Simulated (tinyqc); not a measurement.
Strain dependence: valley-orbit splitting of a donor ground state, with strain. Computed by tinyqc, a small Python program. Command: `OMP_NUM_THREADS=1 python tinyqc.py 3003520 3003521 out.jsonl valleyorbit walk`. One thread of a shared host (Intel(R) Xeon(R) Processor @ 2.30GHz), about 0.01 s of CPU time with the checks.

The basis is the 1s envelope in each valley; energies are counted from the unstrained conduction-band edge. The strain is e_s (a a^T - 1/3) for the unit stress axis a, so valley j along n_j moves by Xi_u e_s w_j with w_j = (n_j.a)^2 - 1/3: +1/3 for [111] and [-1-11], -1/3 for the others.

Inputs (values chosen for the exercise, modelled on donors in germanium):

| quantity | value | unit |
|---|---|---|
| single-valley binding energy E_0 | 9.93 | meV |
| central-cell shift Lambda | 0.69 | meV |
| coupling Delta_1 | 0.44 | meV |
| shear deformation potential Xi_u | 15.7 | eV |
| shear strain e_s | 0.00065 | - |

Valleys: four along <111>. Stress axis: [110].

Method:
- By symmetry: E(A1) = E_0 + Lambda + 3 Delta_1 (one state), E(T2) = E_0 + Lambda - Delta_1 (three), as binding energies.
- H_jj = -(E_0 + Lambda) + Xi_u e_s w_j; H_jk = -Delta_1 between any two valleys.
- The contact hyperfine ratio is A/A_0 = (sum_j c_j)^2/(number of valleys), c_j the valley amplitudes of the ground state; binding from the lowest valley edge.

E(A1) = 11.94 meV

Against strain:

| e_s | Xi_u e_s (w_max - w_min) (meV) | binding (meV) | gap to next level (meV) | A/A_0 |
|---|---|---|---|---|
| -0.00520 | -54.427 | 11.074 | 0.8942 | 0.51616 |
| -0.00190 | -19.887 | 11.099 | 0.9189 | 0.54408 |
| -0.00065 | -6.803 | 11.172 | 0.9920 | 0.62523 |
| -0.00019 | -1.989 | 11.393 | 1.2135 | 0.83137 |
| 0.00019 | 1.989 | 11.393 | 1.2135 | 0.83137 |
| 0.00065 | 6.803 | 11.172 | 0.9920 | 0.62523 |
| 0.00190 | 19.887 | 11.099 | 0.9189 | 0.54408 |
| 0.00520 | 54.427 | 11.074 | 0.8942 | 0.51616 |

A/A_0 falls for either sign of strain, to 0.516 and 0.516 at the ends; its limits are the shares of the valleys that end up lowest, 2/4 under compression and 2/4 under tension. Near zero strain A/A_0 changes in second order, the binding in first. The binding energy drops from 11.94 meV to 11.07 and 11.07 meV, since fewer valleys share the valley-orbit gain.

Extremes, crossings and ranges named in words are read from the listed rows.
